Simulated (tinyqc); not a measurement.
What moves the results: temperature and isotope dependence of a band gap in oscillator models. A value that a table varies takes the place of the one given here.

E(T) = E0 - sum_i sl_i th_i n_i(T), n = 1/(exp(th/T) - 1). The same coupling lowers the gap at 0 K by the zero-point term ZP = sum_i sl_i th_i/2, so the gap of the static lattice is E0 + ZP. Thermal expansion is taken as part of the slopes.

Two-parameter forms are made to pass through the falls at the two temperatures T12: Varshni aV T^2/(T + bV), from the line T^2/fall = (T + bV)/aV; one oscillator s1 t1/(exp(t1/T) - 1), with t1 from the ratio of the falls.

Constants: kB = 8.617333262e-05 eV/K; hbar^2/2m0 = 3.80998211 eV angstrom^2.

Parameters, chosen for this exercise (near those of SiC; not measured data): E0 = 3.274 eV (gap at 0 K); th = (242, 960) K (temperatures of two oscillators); sl = (0.1812, 0.3518) meV/K (their high-temperature slopes); T12 = (520, 1020) K (temperatures of the fits); mm = 0.96 m0 (geometric mean of the density-of-states masses); T = 50 K (temperature).

## How far the fits carry

Falls of the gap from E0, and errors of the two fits against the model.

Results:

| T (K) | fall (meV) | Varshni - model (meV) | one oscillator - model (meV) | fall/ZP |
|---|---|---|---|---|
| 20 | 0.00 | 0.33 | 0.00 | 0.000 |
| 50 | 0.35 | 1.66 | -0.35 | 0.002 |
| 100 | 4.30 | 3.26 | -3.72 | 0.023 |
| 200 | 21.43 | 5.65 | -7.08 | 0.112 |
| 300 | 49.70 | 5.48 | -4.70 | 0.261 |
| 400 | 86.45 | 3.20 | -2.05 | 0.453 |
| 600 | 173.70 | -1.67 | 0.74 | 0.910 |
| 800 | 269.70 | -3.09 | 1.09 | 1.414 |

Below the first fit point the largest errors are +5.65 meV (Varshni, 200 K, on a fall of 21.43 meV) and -7.08 meV (one oscillator, 200 K); a T^2 law cannot freeze out; a single oscillator misses the soft modes. No row lies well beyond the second fit point, so the table does not test extrapolation to high T. The thermal fall equals ZP between 600 and 800 K.

## What the shift does to the intrinsic density

ni = 2 (mm kT/(4 pi c))^(3/2) exp(-E/2kT), c = hbar^2/2m0, with E(T) and with E0; 1 angstrom^-3 = 1e24 cm^-3. Apparent gap from an Arrhenius plot of ni/T^(3/2): E(T) - T dE/dT, dE/dT = -sum sl_i (th_i/T)^2 n_i (1 + n_i).

Results:

| T (K) | E(T) (eV) | ni (cm^-3) | ni with E(T) / ni with E0 | apparent gap (eV) |
|---|---|---|---|---|
| 200 | 3.2526 | 1.34e-22 | 1.862 | 3.2983 |
| 250 | 3.2397 | 3.97e-14 | 2.216 | 3.3108 |
| 300 | 3.2243 | 1.95e-08 | 2.615 | 3.3237 |
| 350 | 3.2068 | 0.000243 | 3.049 | 3.3358 |
| 400 | 3.1876 | 0.302 | 3.504 | 3.3468 |
| 500 | 3.1455 | 7.13e+03 | 4.440 | 3.3649 |
| 700 | 3.0530 | 8.60e+08 | 6.246 | 3.3896 |

Using E0 in place of E(T) understates ni by a factor that rises from 1.86 to 6.25, towards exp(sum sl/2kB) = 22.0. The slope of an Arrhenius plot returns neither E(T) nor E0 but the intercept of the tangent, 3.3237 eV at 300 K, which lies 50 meV above E0 and tends to the static gap 3.4648 eV.

## What each parameter does

Gap at T, slope -sum sl_i (th_i/T)^2 n_i (1 + n_i) and ZP. Each row changes one parameter from the base and keeps the others.

Results:

| case | E(T) (eV) | dE/dT (meV/K) | ZP (meV) |
|---|---|---|---|
| base | 3.2737 | -0.0341 | 190.79 |
| T = 90 K | 3.2708 | -0.1034 | 190.79 |
| E0 = 3.284 eV | 3.2837 | -0.0341 | 190.79 |
| th = (242, 1152) K | 3.2737 | -0.0341 | 224.56 |
| sl = (0.2356, 0.3518) meV/K | 3.2735 | -0.0443 | 197.37 |

The largest shifts from the base row, up to three for each result and ties (the steps differ in size, so this ranks the rows, not the parameters). E(T) (eV): E0 +0.0100, T -0.0029, sl -0.0001; unchanged at the printed digits by th. dE/dT (meV/K): T -0.0693, sl -0.0102; unchanged at the printed digits by E0 and th. ZP (meV): th +33.77, sl +6.58; unchanged at the printed digits by T and E0.

Computed by tinyqc, a small Python program: `OMP_NUM_THREADS=1 python tinyqc.py 1850886 1850887 out.jsonl` (the numbers bound the seed that draws the inputs); one thread of a shared host (Intel(R) Xeon(R) Processor @ 2.30GHz), about 0.01 s for the whole set of steps.
